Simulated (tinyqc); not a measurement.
# From one set of inputs to another, one input at a time

Model: valley-orbit splitting of a donor ground state, with strain. Computed by tinyqc, a small Python program. Command: `OMP_NUM_THREADS=1 python tinyqc.py 3006036 3006037 out.jsonl valleyorbit ladder`. One thread of a shared host (Intel(R) Xeon(R) Processor @ 2.30GHz), about 0.01 s of CPU time with the checks.

The basis is the 1s envelope in each valley; energies are counted from the unstrained conduction-band edge. The strain is e_s (a a^T - 1/3) for the unit stress axis a, so valley j along n_j moves by Xi_u e_s w_j with w_j = (n_j.a)^2 - 1/3: +1/3 for [111] and [-1-11], -1/3 for the others.

The inputs printed are set A. Inputs not listed in the table keep their values of set A, so the rows need not describe a real material.

Inputs (values chosen for the exercise, for a model many-valley semiconductor):
```
quantity,value,unit
single-valley binding energy E_0,13.1,meV
central-cell shift Lambda,0.51,meV
coupling Delta_1,1,meV
shear deformation potential Xi_u,16.6,eV
shear strain e_s,8.9e-05,-
temperature T,20,K
donor density N_D,2.3e+14,cm^-3
density-of-states mass of one valley m_e,0.214,m_0
```

Valleys: four along <111>. Stress axis: [110].

Constants: k_B = 8.617333262e-05 eV/K; m_0 = 9.1093837015e-31 kg; k_B = 1.380649e-23 J/K; h = 6.62607015e-34 J s.

Method:
- H_jj = -(E_0 + Lambda) + Xi_u e_s w_j; H_jk = -Delta_1 between any two valleys.
- Diagonalise H; the ground vector has positive components. The density at the nucleus, and so the contact hyperfine coupling, scales as (sum_j c_j)^2/(number of valleys), which is 1 without strain; the envelopes are held fixed.
- The binding energy is counted from the lowest valley edge, min_j Xi_u e_s w_j; the gap is from the ground state to the next level.
- z = sum over levels of exp(-(E - E_ground)/k_B T), the ground-state share being 1/z; N_c = 2 (2 pi m_e k_B T/h^2)^(3/2) sum_j exp(-(shift_j - lowest shift)/k_B T); n1 = N_c/(2 z) exp(-binding/k_B T), binding = lowest shift - E_ground; without compensation n = 2 N_D/(1 + sqrt(1 + 4 N_D/n1)) (Boltzmann statistics; p and higher states left out).

Each row keeps all changes above it:
```
input moved,from,to,binding energy under strain (meV),gap to the first excited state (meV),share of neutral donors in the ground state
set A,-,-,16.177,3.5673,0.77574
shear deformation potential Xi_u (eV),16.6,15.6,16.200,3.5900,0.77538
central-cell shift Lambda (meV),0.51,0.11,15.800,3.5900,0.77538
temperature T (K),20,50,15.800,3.5900,0.46064
donor density N_D (cm^-3),2.3e+14,2e+14,15.800,3.5900,0.46064
single-valley binding energy E_0 (meV),13.1,9.43,12.130,3.5900,0.46064
coupling Delta_1 (meV),1,0.71,11.281,2.4507,0.39637
shear strain e_s,8.9e-05,-0.00024,10.892,2.0625,0.41972
```

Where does the difference come from?

Binding energy under strain goes from 16.2 to 10.9, a factor 0.673 in all. The largest single move comes from single-valley binding energy E_0 (a factor 0.768). gap to the first excited state goes from 3.57 to 2.06, a factor 0.578 in all. The largest single move comes from coupling Delta_1 (a factor 0.683). Share of neutral donors in the ground state goes from 0.776 to 0.420, a factor 0.541 in all. The largest single move comes from temperature T (a factor 0.594), and shear strain e_s works against it (a factor 1.06). The single moves hold for this order of the switches; the total does not depend on the order.

Caution (rows single-valley binding energy E_0, coupling Delta_1, shear strain e_s): k_B T exceeds a third of E_0, so the p and higher states, left out, hold part of the bound electrons.

Extremes, crossings and ranges named in words are read from the listed rows.
